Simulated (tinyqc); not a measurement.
Barrier and mass from two Fowler-Nordheim currents.

Problem. Fowler-Nordheim tunnelling through a dielectric follows J = A F^2 exp(-B/F), A = q^2 me/(16 pi^2 hbar m1 phi1) (A/V^2 with phi1 in volts), B = (4/3) sqrt(m1/C) phi1^1.5 (V/nm), C = hbar^2/(2 m0). Find B, A, phi1 and m1.

Values chosen for this exercise: emitter mass in the supply function me = 1 m0.

Constants: q = 1.602176634e-19 C, hbar = 1.054571817e-34 J s, m0 = 9.1093837015e-31 kg, hbar^2/(2 m0) = 0.0380998212 eV nm^2. Results are converted to the units shown.

J at F = 0.79 and 1.15 V/nm (A/cm^2): 1.8237923e-8  0.0027518174

Answer. The slope of ln(J/F^2) against 1/F is -B and the intercept gives A. A fixes the product m1 phi1, and B = (4/3) phi1 sqrt(m1 phi1/C) then gives phi1.

B = 28.20 V/nm
A = 9.263e-7 A/V^2
phi1 = 3.200 eV
m1 = 0.5200 m0

tinyqc, about 0.03 s, one thread, Intel Xeon 2.30GHz (shared host): `OMP_NUM_THREADS=1 python tinyqc.py 2540080 2540081 out.jsonl`
